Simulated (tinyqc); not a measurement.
Bulk transistor, scale length and short-channel effects: two steps of the calculation.

A gate, an insulator of thickness ti and a depleted layer of depth ts on a conducting body. Below threshold the potential that source and drain add obeys Laplace's equation and vanishes on the gate and at the bottom of the depleted layer. Its lowest mode decays along the channel as exp(-k y); k is the smallest positive root of the matching condition at the interface, and the scale length is Lambda = pi/k.

Values chosen for this exercise; permittivities: semiconductor made up, insulator close to that of zirconium oxide:
```
symbol,value,unit,meaning
eps_r,17.9,,relative permittivity of the semiconductor
ei,24.9,,relative permittivity of the insulator
ti,5.1,nm,insulator thickness
ts,27,nm,depletion depth
```

Task 1. Scan of the matching condition. f(k) = eps_r sin(k ti) cos(k ts) + ei cos(k ti) sin(k ts).

k, point 0 to 7 (1/nm): [0.0175, 0.035, 0.0525, 0.07, 0.0875, 0.105, 0.1225, 0.14]

Find: f(k).

Result 1.

f(k), point 0 to 7: [12.708, 21.722, 24.454, 20.189, 10.285, -2.245, -13.661, -20.627]

The first change of sign lies between k = 0.0875 and 0.105 1/nm.

Task 2. Scale length against simple estimates. Lambda = pi/k and l = 1/k. A parabolic potential across the structure gives l(parabolic) = sqrt((eps_r/ei) ts ti).

k = 0.10190253 1/nm

Find: Lambda; l; l(parabolic).

Result 2.

Lambda = 30.83 nm
l = 9.813 nm
l(parabolic) = 9.949 nm

Numbers from tinyqc (`OMP_NUM_THREADS=1 python tinyqc.py 2420057 2420058 out.jsonl`; about 0.01 s on one thread of a shared Intel Xeon 2.30GHz).
